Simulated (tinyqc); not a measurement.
Configuration-coordinate model of carrier capture at a defect: one step. Optical transitions. Two cases, with inputs chosen for the exercise.

Task: Vertical ionisation from the trapped minimum costs ET + ER; vertical capture from the free minimum releases ET - ER (none if negative); the band has a standard deviation sqrt(S hw^2 coth(hw/2kT)) with S = ER/hw, and a full width 2.35482 times that.

Two parabolas of equal curvature k in one coordinate Q: with the carrier free at the band edge, U_f = k Q^2/2; with the carrier trapped, U_t = k (Q - dQ)^2/2 - ET. ER = k dQ^2/2, Huang-Rhys factor S = ER/hw, hw = 0.0646541 sqrt(k/M) eV for k in eV/angstrom^2 and M in u. The curves cross at a height Eb = (ER - ET)^2/(4 ER) above the free minimum.

Constants: kB = 8.617333262e-05 eV/K.

Give: energies; coth(hw/2kT); standard deviation; full width.

Case 1.

Values chosen (of the size met at a deep level in Si; shifted at random, so the results belong to these values and not to a real crystal): ET = 0.21 eV (thermal depth of the level below the band edge); ER = 0.24 eV (relaxation energy); hw = 0.032 eV (phonon energy of the mode); T = 77 K (temperature).

Result:

energies (eV): ionisation peak 0.450, zero-phonon 0.210, emission peak -0.030

coth(hw/2kT) = 1.0162
standard deviation = 0.0883 eV
full width = 0.2080 eV

Vertical capture would need energy: there is no luminescence peak (at most a tail of the broadened line), and a carrier freed by light must cross the barrier Eb to return, here only 0.001 eV. The optical peak exceeds the thermal depth by a factor 2.14.

Case 2.

Values chosen (of the size met at a deep level in GaN; shifted at random, so the results belong to these values and not to a real crystal): ET = 1.02 eV (thermal depth of the level below the band edge); ER = 0.69 eV (relaxation energy); hw = 0.047 eV (phonon energy of the mode); T = 350 K (temperature).

Result:

energies (eV): ionisation peak 1.710, zero-phonon 1.020, emission peak 0.330

coth(hw/2kT) = 1.5332
standard deviation = 0.2230 eV
full width = 0.5251 eV

Radiative capture would peak at 0.330 eV. The optical peak exceeds the thermal depth by a factor 1.68.

Computed by tinyqc, one run a case: `OMP_NUM_THREADS=1 python tinyqc.py N N+1 out.jsonl` with N = 1452491, 1452859; one thread of a shared Intel(R) Xeon(R) Processor @ 2.30GHz, about 0.01 s a run at most.
